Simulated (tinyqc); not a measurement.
Interband optics of a two-band s-p chain from momentum matrix elements: one step. Transitions on the mesh. Three cases, with inputs chosen for the exercise.

Task: At each k_j = (j + 1/2)/N (2 pi/a) up to the zone edge give D = Ec - Ev, w = |<c|W|v>|^2 and f = w/(c D), c = hbar^2/2m0; the other half of the zone repeats the values.

H(k) = [[Es - 2 ts cos ka, 2i V sin ka], [-2i V sin ka, Ep_ + 2 tp cos ka]] in the basis s, p; the lower band is full, with two electrons a cell. The velocity operator times hbar is W = dH/dk (eV angstrom); intra-atomic dipoles are left out.

Constants: hbar^2/2m0 = 3.80998211 eV angstrom^2.

Give: Transitions.

Case 1.

Values chosen: a = 2.21 angstrom (period); Es = 2.69 eV (upper orbital (s)); Ep_ = -3.96 eV (lower orbital (p)); ts = 0.43 eV (s-s hopping); tp = 0.27 eV (p-p hopping); V = 1.54 eV (s-p hopping); N = 10 (k points).

Result:

Transitions:
```
k (2 pi/a),D (eV),w (eV^2 angstrom^2),f
0.0500,5.6489,35.212,1.636
0.1500,7.6675,4.960,0.170
0.2500,9.0647,1.105,0.032
0.3500,8.9822,16.185,0.473
0.4500,8.2053,41.062,1.313
```

D runs from 5.649 to 9.065 eV on the mesh; f is largest at k = 0.0500.

Case 2.

Values chosen: a = 4.18 angstrom (period); Es = 3.96 eV (upper orbital (s)); Ep_ = -2.05 eV (lower orbital (p)); ts = 0.56 eV (s-s hopping); tp = 0.54 eV (p-p hopping); V = 0.54 eV (s-p hopping); N = 6 (k points).

Result:

Transitions:
```
k (2 pi/a),D (eV),w (eV^2 angstrom^2),f
0.0833,4.2444,10.214,0.632
0.2500,6.3864,2.418,0.099
0.4167,7.9886,17.510,0.575
```

D runs from 4.244 to 7.989 eV on the mesh; f is largest at k = 0.0833.

Case 3.

Values chosen: a = 3.91 angstrom (period); Es = 1.95 eV (upper orbital (s)); Ep_ = -2.01 eV (lower orbital (p)); ts = 0.58 eV (s-s hopping); tp = 0.46 eV (p-p hopping); V = 0.93 eV (s-p hopping); N = 6 (k points).

Result:

Transitions:
```
k (2 pi/a),D (eV),w (eV^2 angstrom^2),f
0.0833,2.8495,11.862,1.093
0.2500,5.4332,7.752,0.374
0.4167,6.0541,43.802,1.899
```

D runs from 2.849 to 6.054 eV on the mesh; f is largest at k = 0.4167.

Computed by tinyqc, one run a case: `OMP_NUM_THREADS=1 python tinyqc.py N N+1 out.jsonl` with N = 1680824, 1680936, 1681065; one thread of a shared Intel(R) Xeon(R) Processor @ 2.30GHz, about 0.01 s a run at most.
